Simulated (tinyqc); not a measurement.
# Frequency dispersion of an accumulation capacitance by border traps, distributed model: what changes with what

Traps spread evenly through the insulator exchange electrons with the semiconductor by tunnelling, with tau(x) = t0 exp(2 ka x) at depth x from the interface. The admittance per area Y seen at depth x obeys dY/dx = -Y^2/(i w eps0 eox) + q Nb ln(1 + i w tau)/tau, with Y(0) = i w Cs and w = 2 pi f; the gate sees Y(tox) = G + i w C. Working variable y = Y/(i w), in uF/cm^2. Cox = eps0 eox/tox.

Parameters, values chosen for the exercise; permittivity close to that of zirconium oxide:
```
symbol,value,unit,meaning
eox,22.9,,relative permittivity of the insulator
tox,9.8,nm,insulator thickness
Cs,2.6,uF/cm^2,semiconductor capacitance in accumulation
Nb,6.4e18,cm^-3 eV^-1,density of border traps
ka,6.1,1/nm,decay constant of the wave function in the insulator
t0,2e-10,s,time constant of a trap at the interface
f,1e5,Hz,frequency
```

Constants: q = 1.602176634e-19 C, eps0 = 8.8541878128e-14 F/cm where lengths are in cm. Results are converted to the units shown.

Each table varies one quantity; the others keep the values above.

## Capacitance and loss against frequency

Cox; trap-free value 1/(1/Cox + 1/Cs); response depth d = ln(1/(w t0))/(2 ka), where w tau = 1; lumped estimate: all traps within d act as C_bt = q Nb d placed at d/2, so C = 1/{1/[1/(1/Cs + d/(2 eps0 eox)) + C_bt] + (tox - d/2)/(eps0 eox)}. C and G from a fine integration; dispersion -d C/d log10 f over C, from f times and over 1.1. For a broad spread of time constants G/w is close to -(pi/2) dC/d ln w.

The same in every row: trap-free C (uF/cm^2) = 1.152.

Capacitance and loss against frequency:
```
f (Hz)	d (nm)	C (uF/cm^2)	G/w (uF/cm^2)	dispersion (% a decade)	-(pi/2) dC/d ln w (uF/cm^2)	lumped C (uF/cm^2)
10	1.491	1.189	0.003535	0.4357	0.003535	1.187
100	1.302	1.184	0.003414	0.4225	0.003414	1.182
1000	1.114	1.179	0.003295	0.4095	0.003295	1.177
10000	0.9250	1.175	0.003179	0.3966	0.003178	1.173
1e5	0.7362	1.170	0.003064	0.3838	0.003064	1.168
1e6	0.5475	1.166	0.002951	0.3712	0.002952	1.164
1e7	0.3587	1.161	0.002832	0.3586	0.002842	1.160
```

Read the table: what changes, and by how much?

C falls from 1.189 to 1.161 uF/cm^2, towards the trap-free 1.152; each decade of frequency removes ln 10/(2 ka) = 0.189 nm from the response depth. The dispersion falls from 0.436 to 0.359 % a decade and G/w falls from 0.00354 to 0.00283 uF/cm^2. G/w lies between 0.997 and 1.00 times -(pi/2) dC/d ln w, the relation for a broad spread of time constants.

## Effect of the semiconductor capacitance in accumulation

Same model as above.

The same in every row: d (nm) = 0.7362.

Effect of the semiconductor capacitance in accumulation:
```
Cs (uF/cm^2)	C (uF/cm^2)	G/w (uF/cm^2)	dispersion (% a decade)	-(pi/2) dC/d ln w (uF/cm^2)	lumped C (uF/cm^2)	trap-free C (uF/cm^2)
0.2	0.2504	0.01044	6.110	0.01044	0.2436	0.1824
0.39	0.3867	0.009068	3.438	0.009067	0.3808	0.3281
0.75	0.5958	0.007154	1.760	0.007154	0.5912	0.5505
1.4	0.8659	0.005018	0.8494	0.005017	0.8626	0.8350
2.8	1.206	0.002863	0.3478	0.002862	1.205	1.190
5.4	1.504	0.001474	0.1436	0.001473	1.503	1.496
10	1.718	7.565e-4	0.06447	7.556e-4	1.717	1.714
20	1.877	3.786e-4	0.02948	3.774e-4	1.876	1.875
```

Read the table: what changes, and by how much?

As Cs goes from 0.2 to 20, C rises from 0.250 to 1.88 uF/cm^2, the dispersion falls from 6.11 to 0.0295 % a decade and G/w falls from 0.0104 to 3.79e-4 uF/cm^2. The lumped estimate is 2.7 % below C in the first row and 0.015 % below it in the last. The same traps disperse C more when Cs is small, since they then add to the weaker series term.

tinyqc, about 0.6 s, one thread, Intel Xeon 2.30GHz (shared host): `OMP_NUM_THREADS=1 python tinyqc.py 2202014 2202015 out.jsonl`
